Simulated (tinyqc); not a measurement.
# Single-electron transistor, orthodox theory and master equation: current against bias

A metal island with n extra electrons joins the left lead (voltage V) and the right lead (0 V) by tunnel junctions and couples to a gate. Cs = CL + CR + Cg. Adding electron n + 1 costs mu(n) = [q (n + 1/2) - CL V - Cg Vg]/Cs (in volts); the Fermi levels are -V (left) and 0 (right). A jump that gains the energy W has the rate G(W) = (W/q)/(R [1 - exp(-W/Vt)]), W in volts, Vt = kB T/q. Sequential tunnelling only; I > 0 flows from left to right.

Onto the island: from the left W = -V - mu(n), from the right W = -mu(n); off the island (n + 1 to n): to the left W = mu(n) + V, to the right W = mu(n). Steady state: p(n + 1)/p(n) = (sum of on rates)/(sum of off rates), normalised. I = q sum_n [p(n + 1) (off to left) - p(n) (on from left)]. Enough charge states are kept that the digits shown do not change.

Values chosen for this exercise: capacitance of the left junction CL = 7 aF; capacitance of the right junction CR = 13 aF; gate capacitance Cg = 5.4 aF; resistance of the left junction RL = 140 kohm; resistance of the right junction RR = 140 kohm; temperature T = 1.6 K; gate voltage Vg = 25 mV.

Constants: q = 1.602176634e-19 C, kB = 1.380649e-23 J/K, Vt = kB T/q. Results are converted to the units shown.

Current against bias:
```
V (mV)     I (nA)  mean n  states above 1 %  I (RL + RR)/V
0.631   2.9895e-5  1.0000                 1      1.3265e-5
1.89     0.014011  0.9993                 1      0.0020757
3.15       1.3481  0.9377                 2        0.11983
4.42       5.6854  0.7645                 2        0.36016
5.68       9.1547  0.6561                 2        0.45129
6.94       12.018  0.5870                 2        0.48487
8.2        14.553  0.5391                 2        0.49694
9.46       16.892  0.5040                 2        0.49997
10.7       19.080  0.4773                 2        0.49928
12         22.061  0.4373                 3        0.51476
13.2       26.301  0.3705                 3        0.55790
14.5       30.923  0.3057                 3        0.59714
15.8       35.529  0.2536                 3        0.62963
```

What does the table show?

At zero temperature the blockade would end at V = 2.98 mV. The ratio I (RL + RR)/V moves up and down between 1.33e-5 and 0.630. Over the second half of the table the slope between rows varies from 0.494 to 0.996 times 1/(RL + RR).

Range of the model: Cotunnelling, which dominates deep in the blockade, is left out.

Program tinyqc, `OMP_NUM_THREADS=1 python tinyqc.py 2780007 2780008 out.jsonl`; Intel Xeon 2.30GHz, shared host, one thread, about 0.01 s.
